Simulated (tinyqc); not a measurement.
# Classical Heisenberg spin chain: exact results, Metropolis, heat-bath and over-relaxation steps, and a Monte Carlo run, step by step

A worked calculation. Computed by tinyqc, a small Python program that keeps every step. Command: `OMP_NUM_THREADS=1 python tinyqc.py 3130059 3130060 out.jsonl heismc walk`. One thread of a shared host (Intel(R) Xeon(R) Processor @ 2.30GHz), about 0.1 s of CPU time with the checks. Intermediate numbers are printed to about 5 digits and carried at full precision; extremes and crossings named in words are read from the listed rows.

E = -J sum_i s_i . s_(i+1) for unit vectors s_i on an open chain; K = J/(k_B T).

Inputs (values chosen for the exercise, for a model chain of large moments):
```
quantity                     value  unit
coupling J                      23   meV
temperature T                  122     K
moment mu                      3.1  mu_B
length N of the open chain      16     -
seed                        334668     -
```

Update: heat bath.

Constants: k_B = 8.617333262e-05 eV/K; mu_B = 5.7883818060e-05 eV/T.

## Exact results

Each bond angle is independent, so u = <s_i . s_(i+1)> = coth K - 1/K, <s_i . s_(i+n)> = u^n, correlation length xi = -1/ln|u|, energy per bond -J u, heat capacity per bond c/k_B = 1 - K^2/sinh^2 K, and for the long chain chi = mu^2 (1 + u)/(3 k_B T (1 - u)) per spin.

K = 2.1877

u = 0.56839

xi = 1.7701 sites

energy per bond = -13.073 meV

heat capacity = 0.75294 k_B/bond

chi over the Curie value = 3.6338

chi = 0.064090 mu_B/T per spin

## Finite chain

For N spins, <|sum s|^2>/N = (1 + u)/(1 - u) - 2 u (1 - u^N)/(N (1 - u)^2); the long chain has (1 + u)/(1 - u), chi over the Curie value, and the difference is relative to it.

<|sum s|^2>/N = 3.2525

difference from the long chain = -10.495 %

## Four single-spin steps

four neighbouring spins (rows; components x, y, z):
```
         1        2        3
1  -0.4961  -0.0533  -0.8666
2  -0.9657   0.0874   0.2445
3   0.2517  -0.7105   0.6571
4  -0.9265  -0.3743   0.0385
```

random numbers, one row a step:
```
        1       2       3
1  0.4144  0.8764  0.5564
2  0.9815  0.5286  0.2426
3  0.7616  0.9461  0.9325
4  0.1404  0.3441  0.3096
```

The given spins are first normalised. Spins 2 and 3 are updated in turn, with h = K (sum of the two neighbours). Heat bath: cos(theta) = 1 + ln(1 - r1 (1 - exp(-2 |h|)))/|h| about n = h/|h|, azimuth 2 pi r2 = phi in the frame a = n x z/|n x z|, b = n x a: s = n cos(theta) + sin(theta)(a cos(phi) + b sin(phi)); r1, r2 are the first two numbers of the row.

Steps:
```
spin     |h|  h . s before  h . s after       move         x         y         z
2     1.8134        0.2582       1.2969  heat bath  -0.72344  -0.62504   0.29318
3     4.2821        1.1217       0.3022  heat bath   0.47481  -0.85985   0.18767
2     2.4899        0.8469       1.0778  heat bath  -0.86229  -0.50610  -0.01788
3     4.3620       -0.1935       4.2107  heat bath  -0.80381  -0.55780  -0.20675
```

## A run and its error bars

From the ordered state (alternating for J < 0), with each spin drawn from exp(h . s), h = K x sum of neighbours, 200 sweeps are discarded and 1600 recorded (even and odd sites in turn; random numbers not printed, so these rows are one sample). Errors are the scatter of block means over sqrt(number of blocks).

Blocking:
```
block length  mean bond product      error  <|sum s|^2>/N     error
1                       0.56569  0.0024816         3.2895  0.053947
4                       0.56569  0.0028457         3.2895  0.079013
16                      0.56569  0.0031281         3.2895  0.091508
40                      0.56569  0.0033251         3.2895  0.092121
80                      0.56569  0.0031887         3.2895  0.080635
```

With blocks of 40 the bond product is 0.8 error bars from the exact u = 0.5684, and <|sum s|^2>/N is 0.4 from the exact 3.252. Blocking to 40 changes the two errors by factors 1.3 and 1.7, because successive sweeps are correlated.

Checks made by the program: c against a difference of the energy (relative difference 1e-10).
